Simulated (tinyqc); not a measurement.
## Gate voltage for a given inversion charge

Problem. p-type body, charge-sheet picture, depletion and inversion only, full ionisation (an idealisation for deep acceptors), Boltzmann statistics (rough once Na exp(x - xn) passes about Nc/7). In units of Vt: xg = (Vg - Vfb)/Vt, x = psi/Vt, G = gamma/sqrt(Vt), xn = (2 phiF + Vc)/Vt. The implicit equation is (xg - x)^2 = G^2 [x - 1 + exp(x - xn)] for x above about 3. Cox = eps0 eox/tox. ni = sqrt(Nc Nv) exp(-Eg/(2 Vt)), Eg in volts; phiF = Vt ln(Na/ni); gamma = sqrt(2 q eps0 eps_r Na)/Cox. N_inv = (Cox Vt G/q) [sqrt(x - 1 + exp(x - xn)) - sqrt(x - 1)]. Find x - xn, psi and Vg.

Parameters, values chosen for the exercise; band and dielectric values close to those of silicon:
- T = 300 K (temperature)
- Eg = 1.14 eV (band gap)
- eps_r = 11.8 (relative permittivity)
- Nc = 2.76e19 cm^-3 (conduction-band density of states at T)
- Nv = 2.65e19 cm^-3 (valence-band density of states at T)
- eox = 3.9 (relative permittivity of the gate insulator (close to silicon dioxide))
- tox = 2 nm (insulator thickness)
- Na = 1.2e17 cm^-3 (acceptor density)
- Vfb = -0.76 V (flat-band voltage)
- Vc = 0 V (channel-body voltage)

Constants: q = 1.602176634e-19 C, kB = 1.380649e-23 J/K, Vt = kB T/q, eps0 = 8.8541878128e-14 F/cm where lengths are in cm. Results are converted to the units shown.

N_inv = 1.4e11 cm^-2

Solution. N_inv rises steadily with x, so it fixes x; the implicit equation then gives xg directly.

x - xn = 2.16
psi = 0.916 V
Vg = 0.278 V

Computed by the program tinyqc: `OMP_NUM_THREADS=1 python tinyqc.py 2122051 2122052 out.jsonl`, one thread of a shared Intel Xeon 2.30GHz, about 0.01 s for the whole run.
